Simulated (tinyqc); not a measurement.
Hueckel theory of the pi electrons with the omega technique, for the molecule BC=CC=N (SMILES; centres numbered as the heavy atoms are written), step by step. One step of it, computed by the program tinyqc.

Task: Orbitals, round 1. Diagonalise; E = alpha + x beta with beta < 0, so the largest x are filled first; degenerate levels share their electrons. P = sum n_i c_ri c_si; each orbital has its largest coefficient positive (the first on a tie).

Hueckel matrix in units of beta (H = alpha + beta A):
```
,1B,2C,3C,4C,5N
1B,-1.100000,0.630000,0.000000,0.000000,0.000000
2C,0.630000,0.000000,1.000000,0.000000,0.000000
3C,0.000000,1.000000,0.000000,1.000000,0.000000
4C,0.000000,0.000000,1.000000,0.000000,1.000000
5N,0.000000,0.000000,0.000000,1.000000,0.560000
```

pi electrons, sum of z_r less the charge = 4

Give: x values; occupations; coefficients; charge and bond-order matrix P.

Result:

x values: 1.7415  0.9064  -0.2695  -1.2022  -1.7161

occupations: 2.0000  2.0000  0.0000  0.0000  0.0000

coefficients:
```
,MO1,MO2,MO3,MO4,MO5
1B,0.0735,-0.1878,0.3945,0.7380,0.5090
2C,0.3313,-0.5981,0.5200,-0.1198,-0.4978
3C,0.5307,-0.4238,-0.3887,-0.3210,0.5336
4C,0.5928,0.2140,-0.4152,0.5056,-0.4179
5N,0.5018,0.6177,0.5006,-0.2869,0.1836
```

charge and bond-order matrix P:
```
,1B,2C,3C,4C,5N
1B,0.0813,0.2733,0.2371,0.0067,-0.1583
2C,0.2733,0.9350,0.8586,0.1368,-0.4065
3C,0.2371,0.8586,0.9224,0.4478,0.0090
4C,0.0067,0.1368,0.4478,0.7945,0.8593
5N,-0.1583,-0.4065,0.0090,0.8593,1.2668
```
